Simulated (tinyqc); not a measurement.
Sub-threshold conduction and electro-thermal threshold of an amorphous chalcogenide: resistance drift.

Trap-limited conduction: I = I0 exp(-Ea/kB T) sinh(q V dz/(2 ua kB T)), I0 = 2 q A Nt dz/ta. One lumped temperature T = T0 + Rt I V. The threshold is the largest V for which a steady state exists on the low-current branch.

The low-field resistance drifts as R = R0 (t/1 s)^nu, R0 = 2 ua kB T0 exp(Ea/kB T0)/(q dz I0). Read as a growth of Ea, this is dEa = nu kB T0 ln(t/1 s).

Values chosen for this exercise; values of the order of Ge-Sb-Te and related chalcogenides:
- T0 = 358 K (ambient temperature)
- A = 1400 nm^2 (cross-section)
- ua = 23 nm (amorphous thickness)
- dz = 6.3 nm (distance between traps)
- Ea = 0.35 eV (activation energy)
- Nt = 9.5e18 cm^-3 (trap density)
- ta = 1e-14 s (attempt time)
- nu = 0.11 (drift exponent)

Constants: q = 1.602176634e-19 C, kB = 1.380649e-23 J/K. Results are converted to the units shown.

Resistance drift:
```
t (s)  R (Mohm)    R/R0  dEa (meV)
0.001     3.318  0.4677     -23.44
0.1       5.507  0.7762     -7.814
1         7.094   1.000          0
100       11.77   1.660      15.63
10000     19.54   2.754      31.26
1e6       32.43   4.571      46.88
3e8       60.73   8.560      66.24
```

R grows by a factor of 1.29 a decade and 8.56 from 1 s to 3e8 s. A level that lies a factor of 3 below a fixed read threshold at 1 s reaches it after 21800 s.

Range of the model: Purely electronic switching mechanisms, filaments and series resistance are left out.

Numbers from tinyqc (`OMP_NUM_THREADS=1 python tinyqc.py 2490071 2490072 out.jsonl`; about 0.01 s on one thread of a shared Intel Xeon 2.30GHz).
